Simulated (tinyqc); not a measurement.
Self-heating of a transistor with one or more fingers, with temperature-dependent conductivity: one step, computed by the program tinyqc. Command: `OMP_NUM_THREADS=1 python tinyqc.py 3001121 3001122 out.jsonl selfheat walk`. One thread of a shared host (Intel(R) Xeon(R) Processor @ 2.30GHz), about 0.05 s of CPU time with the checks.

N long parallel fingers lie on the top face of a slab whose bottom is held at T_0; the top is otherwise insulated, and heat flows in two dimensions. P in W/mm is 1000 P in W/m.

Task: Linear temperature rise of each finger. theta_i = (P/(pi kappa_0)) [g_0 + sum over j != i of g(|i - j| s)], with equal powers and constant conductivity; thermal resistance = largest theta/P.

Inputs (values chosen for the exercise, modelled on silicon): conductivity at the base temperature kappa_0 = 114 W/(m K); power per gate width P = 1.1 W/mm; fingers N = 8.

Power: power rises with temperature.

own factor g_0 = 5.794910

g(j s), j = 1..7: [1.003828, 0.436699, 0.199969, 0.092468, 0.042846, 0.019862, 0.009208]

Give: theta of each finger; largest theta; thermal resistance.

Result:

theta of each finger (K): [23.34, 26.40, 27.68, 28.16, 28.16, 27.68, 26.40, 23.34]

largest theta = 28.16 K

thermal resistance = 25.60 K mm/W

The neighbours supply 37 % of the rise of the hottest finger, which runs 4.8 K above the outer ones.
